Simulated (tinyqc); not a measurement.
MOS structure on a p-type body with a surface-enhanced doping, non-linear Poisson equation by Newton steps: charge and capacitance against gate voltage.

One dimension, insulator interface at x = 0, acceptor density Na + N0 exp(-x/Ls), net doping C = -(acceptor density). psi is counted from the intrinsic level: n = ni exp((psi - Vb)/Vt), p = ni exp(-psi/Vt); deep in the body psi_b = -Vt ln(Na/ni). The gate acts through Cox = eps0 eox/tox and has the potential psi_G = Vg - (phiM - chi - Vt ln(Nc/ni)). Boltzmann statistics, full ionisation, classical densities, no oxide or interface charge.

ni = sqrt(Nc Nv) exp(-Eg/(2 Vt)), Eg in volts. The Poisson equation d/dx(eps0 eps_r dpsi/dx) = -q (p - n + C), with eps0 eps_r dpsi/dx = -Cox (psi_G - psi_0) at x = 0, is solved on a mesh of about 600 nodes or more. N_inv is the integral of n less its value deep in the body. C_LF = Cox (1 - dpsi_0/dVg) with all carriers following; C_HF is the same with the electron quasi-Fermi level shifting uniformly so that N_inv stays fixed. The centroid is that of the same excess.

Parameters, values chosen for the exercise; band and dielectric values close to those of silicon:

| symbol | value | unit | meaning |
|---|---|---|---|
| T | 300 | K | temperature |
| Eg | 1.11 | eV | band gap |
| eps_r | 11.7 |  | relative permittivity |
| Nc | 2.76e19 | cm^-3 | conduction-band density of states at T |
| Nv | 2.69e19 | cm^-3 | valence-band density of states at T |
| chi | 4 | eV | electron affinity |
| Na | 1.2e18 | cm^-3 | acceptor density deep in the body |
| eox | 3.9 |  | relative permittivity of the gate insulator (close to silicon dioxide) |
| tox | 10 | nm | insulator thickness |
| phiM | 4.35 | eV | gate work function |
| Vb | 0 | V | electron quasi-Fermi potential against the body |
| N0 | 7.2e18 | cm^-3 | extra acceptor density at the surface |
| Ls | 5.5 | nm | decay length |

Constants: q = 1.602176634e-19 C, kB = 1.380649e-23 J/K, Vt = kB T/q, eps0 = 8.8541878128e-14 F/cm where lengths are in cm. Results are converted to the units shown.

Result of one run:
```
psi_0 - psi_b (V)  N_inv (cm^-2)  C_LF/Cox  C_HF/Cox  centroid (nm)
1.05                     1.35e12     0.958     0.522          0.233
```

Which gate voltage against the body Vg gave this result: 3.48, 3.91, 4.35 or 4.5 V?

Vg = 4.35 V.

The whole series:
```
Vg (V)  psi_0 - psi_b (V)  N_inv (cm^-2)  C_LF/Cox  C_HF/Cox  centroid (nm)
3.04                0.742         1.08e7     0.583     0.583          0.280
3.18                0.801         1.04e8     0.570     0.569          0.272
3.33                0.866         1.27e9     0.560     0.555          0.263
3.48                0.931        1.52e10     0.592     0.542          0.256
3.62                0.979        9.44e10     0.736     0.533          0.250
3.77                 1.01        2.85e11     0.858     0.528          0.246
3.91                 1.02        5.17e11     0.908     0.526          0.242
4.06                 1.04        7.90e11     0.935     0.524          0.239
4.21                 1.04        1.08e12     0.950     0.523          0.236
4.35                 1.05        1.35e12     0.958     0.522          0.233
4.5                  1.06        1.65e12     0.965     0.521          0.231
```

N_inv goes from 1.08e7 to 1.65e12 cm^-2 and passes 2e11 cm^-2 at Vg = 3.71 V. Below threshold it takes 138 mV a decade between Vg = 3.18 and 3.33 V, against Vt ln 10 = 59.5 mV. C_LF/Cox is lowest, 0.560, at Vg = 3.33 V among the rows listed and ends at 0.965, while C_HF/Cox ends at 0.521. Between the last two rows q dN_inv/dVg is 0.928 Cox. Where the classical centroid is under about 2 nm, confinement would move the charge away from the interface and raise the threshold.

tinyqc, about 0.7 s, one thread, Intel Xeon 2.30GHz (shared host): `OMP_NUM_THREADS=1 python tinyqc.py 2080118 2080119 out.jsonl`
